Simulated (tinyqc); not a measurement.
Inside a calculation. Method: bound state in one dimension: Numerov shooting, finite differences, DVR. Computed by tinyqc, a small Python program that keeps every step. Settings: points = 48. Command: `OMP_NUM_THREADS=1 python tinyqc.py 28858 28859 out.jsonl` (the two numbers bound the seeds that draw the settings). One thread of a shared host (Intel(R) Xeon(R) Processor @ 2.60GHz), about 0.01 s of CPU time with the checks.

## Numerov steps at E = -8.04

One particle of mass 1 in V = -8.2 exp(-x^2/1.92^2) (atomic units), psi = 0 at both ends:
```
parameter                value
left end                    -7
right end                    7
intervals                   48
h                     0.291667
state sought (nodes)         2
```

k_i = 2 m (E - V_i); (1 + h^2 k_(i+1)/12) y_(i+1) = 2 (1 - 5 h^2 k_i/12) y_i - (1 + h^2 k_(i-1)/12) y_(i-1), from y_0 = 0, y_1 = 0.001.

Points along the way:
```
i           x          V           k               y
0   -7.000000  -0.000014  -16.079972        0.000000
1   -6.708333  -0.000041  -16.079918        0.001000
2   -6.416667  -0.000116  -16.079769        0.003544
3   -6.125000  -0.000312  -16.079376        0.011559
4   -5.833333  -0.000804  -16.078393        0.037420
5   -5.541667  -0.001976  -16.076047        0.121044
16  -2.333333  -1.872424  -12.335151    37760.825858
17  -2.041667  -2.646883  -10.786235   104868.572400
18  -1.750000  -3.572901   -8.934198   272740.159700
19  -1.458333  -4.605356   -6.869287   653180.194540
20  -1.166667  -5.668413   -4.743175  1416608.243500
21  -0.875000  -6.662169   -2.755662  2741738.417100
```

## Bisection on the node count

With more sign changes than the state has nodes (the last point included) the energy is too high, else too low; the bracket starts as -8.04 to -0.05.

Trials:
```
trial            E  sign changes  y at the right end   next
1      -4.04500000             2            8.60e+08  raise
2      -2.04750000             4            2.53e+04  lower
3      -3.04625000             3           -1.00e+07  lower
4      -3.54562500             3           -1.96e+07  lower
5      -3.79531250             2            1.22e+08  raise
6      -3.67046875             2            1.74e+07  raise
7      -3.60804687             3           -6.60e+06  lower
8      -3.63925781             2            3.74e+06  raise
9      -3.62365234             3           -1.81e+06  lower
10     -3.63145508             2            8.67e+05  raise
11     -3.62755371             3           -4.95e+05  lower
12     -3.62950439             2            1.80e+05  raise
13     -3.62852905             3           -1.59e+05  lower
14     -3.62901672             2            1.03e+04  raise
...            ...           ...                 ...    ...
28     -3.62898717             3           -2.98e+00  lower
29     -3.62898718             2            2.19e+00  raise
30     -3.62898717             3           -3.98e-01  lower
```

eigenvalue = -3.62898717 hartree

## The same grid by other methods

Three-point finite differences and the sine-DVR kinetic matrix of Colbert and Miller on the same points.

Lowest levels (hartree):
```
state  finite differences        DVR
0               -7.206637  -7.196489
1               -5.341789  -5.297953
2               -3.719666  -3.625571
3               -2.342263  -2.201793
4               -1.223055  -1.061362
```
